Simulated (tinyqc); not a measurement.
# p-n diode with diffusion and depletion-layer recombination: two studies

Abrupt junction in the depletion approximation, low injection, full ionisation, neutral widths fixed, ohmic contact on the p side. Vj is the junction voltage; where a series resistance Rs is given, V = Vj + J Rs is the terminal voltage.

Parameters, values chosen for the exercise; band and dielectric values close to those of indium phosphide: temperature T = 450 K; band gap Eg = 1.35 eV; relative permittivity eps_r = 12.6; conduction-band density of states at T Nc = 1.05e18 cm^-3; valence-band density of states at T Nv = 2e19 cm^-3; acceptor density Na = 2.1e17 cm^-3; donor density Nd = 2e16 cm^-3; electron mobility in the p side mun = 1800 cm^2/(V s); hole mobility in the n side mup = 150 cm^2/(V s); electron lifetime tn = 4e-7 s; hole lifetime tp = 2e-8 s; neutral width of the p side wp = 17 um; neutral width of the n side wn = 0.76 um; recombination velocity at the n contact Sp = 1e7 cm/s; series resistance Rs = 0.032 ohm cm^2; trap level above the intrinsic level Et = 0.16 eV; junction voltage at which recombination is evaluated Vj = 0.53 V.

Constants: q = 1.602176634e-19 C, kB = 1.380649e-23 J/K, Vt = kB T/q, eps0 = 8.8541878128e-14 F/cm where lengths are in cm. Results are converted to the units shown.

Each table varies one quantity; the others keep the values above.

## Currents and ideality against junction voltage

ni = sqrt(Nc Nv) exp(-Eg/(2 Vt)), Eg in volts; D = mu Vt; Ln = sqrt(Dn tn), Lp = sqrt(Dp tp); J0n = q ni^2 Dn coth(wp/Ln)/(Ln Na); J0p = (q ni^2 Dp/(Lp Nd)) (s + tanh(wn/Lp))/(1 + s tanh(wn/Lp)), s = Sp Lp/Dp. J_diff = (J0n + J0p)(exp(Vj/Vt) - 1). Vbi = Vt ln(Na Nd/ni^2), W = sqrt(2 eps0 eps_r (Vbi - Vj)(1/Na + 1/Nd)/q), xp = W Nd/(Na + Nd), xn = W Na/(Na + Nd); u(x) = q Na (x + xp)^2/(2 eps0 eps_r) for x < 0 and Vbi - Vj - q Nd (xn - x)^2/(2 eps0 eps_r) for x > 0; p = Na exp(-u/Vt), n = Nd exp((u - Vbi + Vj)/Vt); U = ni^2 (exp(Vj/Vt) - 1)/(tp (n + ni exp(Et/Vt)) + tn (p + ni exp(-Et/Vt))); J_scr = q times the integral of U from -xp to xn. J = J_diff + J_scr. Ideality = (1/Vt) dVj/d ln J or (1/Vt) dV/d ln J; last column ni^2 exp(Vj/Vt)/N^2.

Currents and ideality against junction voltage:

| Vj (V) | J_diff (A/cm^2) | J_scr (A/cm^2) | J (A/cm^2) | V (V) | ideality against Vj | ideality against V | minority/doping, lighter side |
|---|---|---|---|---|---|---|---|
| 0.25 | 6.542e-6 | 7.530e-6 | 1.407e-5 | 0.2500 | 1.263 | 1.263 | 2.516e-8 |
| 0.32 | 3.983e-5 | 2.186e-5 | 6.169e-5 | 0.3200 | 1.176 | 1.176 | 1.530e-7 |
| 0.39 | 2.423e-4 | 6.120e-5 | 3.035e-4 | 0.3900 | 1.096 | 1.096 | 9.303e-7 |
| 0.45 | 0.001138 | 1.472e-4 | 0.001286 | 0.4500 | 1.052 | 1.053 | 4.371e-6 |
| 0.52 | 0.006922 | 4.146e-4 | 0.007337 | 0.5202 | 1.024 | 1.030 | 2.658e-5 |
| 0.59 | 0.04209 | 0.001193 | 0.04329 | 0.5914 | 1.011 | 1.047 | 1.616e-4 |
| 0.65 | 0.1978 | 0.002988 | 0.2008 | 0.6564 | 1.006 | 1.172 | 7.595e-4 |
| 0.72 | 1.203 | 0.008515 | 1.211 | 0.7588 | 1.003 | 2.003 | 0.004618 |
| 0.79 | 7.313 | 0.02027 | 7.334 | 1.025 | 1.002 | 7.053 | 0.02808 |

Read the table: what changes, and by how much?

The ideality against Vj falls from 1.26 to 1.00. Diffusion overtakes recombination in the layer between Vj = 0.25 and 0.32 V. J_scr alone has an ideality of 1.69 between the first two rows and 2.08 between the last two. From Vj = 0.65 V the series resistance raises the terminal ideality by over a tenth; there J Rs = 0.17 Vt.

## Effect of the donor density

Same model as above.

J = J_diff + J_scr.

The same in every row: J0n (A/cm^2) = 5.169e-10; wn/Lp = 0.2228.

Effect of the donor density:

| Nd (cm^-3) | J0p (A/cm^2) | J_diff (A/cm^2) | J_scr (A/cm^2) | J_scr/J (%) |
|---|---|---|---|---|
| 1e15 | 1.974e-7 | 0.1707 | 0.003326 | 1.911 |
| 2.4e15 | 8.225e-8 | 0.07139 | 0.002021 | 2.753 |
| 5.9e15 | 3.346e-8 | 0.02930 | 0.001097 | 3.609 |
| 1.4e16 | 1.410e-8 | 0.01261 | 6.099e-4 | 4.615 |
| 3.5e16 | 5.640e-9 | 0.005310 | 3.351e-4 | 5.935 |
| 8.6e16 | 2.295e-9 | 0.002426 | 1.909e-4 | 7.298 |
| 2.1e17 | 9.400e-10 | 0.001257 | 1.132e-4 | 8.266 |

As Nd goes from 1e15 to 2.1e17, J0p falls from 1.97e-7 to 9.40e-10 A/cm^2, J_scr falls from 0.00333 to 1.13e-4 A/cm^2 and its share rises from 1.91 to 8.27 %. J0p goes as Nd^(-1.00) at the start and Nd^(-1.00) at the end.

Program tinyqc, `OMP_NUM_THREADS=1 python tinyqc.py 2260066 2260067 out.jsonl`; Intel Xeon 2.30GHz, shared host, one thread, about 0.01 s.
